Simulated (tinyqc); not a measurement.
Starting guesses with DIIS over 6 matrices: SCF starting guesses in the aug-cc-pvdz basis, for He, spin multiplicity 1. Computed by the program tinyqc with PySCF. 

Geometry (angstrom):
```
atom       x       y       z
He    0.0000  0.0000  0.0000
```

lowest restricted solution found by these runs and by PySCF = -2.855705 hartree

RHF with one setting changed at a time; a run stops when the energy changes by less than 1e-09 hartree and the error matrix is below 1e-5. Starts: the lowest orbitals of the core Hamiltonian, of the Wolfsberg-Helmholz matrix (K = 1.75), projected atomic densities, random orbitals, and the highest orbitals of the core Hamiltonian (a deliberately bad start).

Largest element of the error matrix X^T (FDS - SDF) X:
```
iteration     core  Wolfsberg-Helmholz  atomic densities   random  highest core orbitals
1          6.6e-01             4.8e-01           2.4e-02  1.2e+00                2.6e-01
2          5.0e-02             3.6e-02           2.3e-03  1.9e-01                1.3e-01
3          2.9e-03             2.8e-03           2.6e-04  2.8e-02                3.1e-02
4          1.2e-04             7.8e-05           2.4e-07  4.2e-03                2.0e-03
5          2.7e-07             2.1e-07           8.8e-11  4.0e-05                8.2e-05
6          1.3e-07             1.1e-07                 -  6.4e-06                4.5e-07
```

How each run ends:
```
run                    iterations  E (hartree)         state
core                            6    -2.855705  lowest found
Wolfsberg-Helmholz              6    -2.855705  lowest found
atomic densities                5    -2.855705  lowest found
random                          7    -2.855705  lowest found
highest core orbitals           7    -2.855705  lowest found
```

5 of 5 runs reach the lowest restricted solution found, in 5 to 7 iterations (fastest: atomic densities). The first errors are 7e-01, 5e-01, 2e-02, 1e+00, 3e-01.
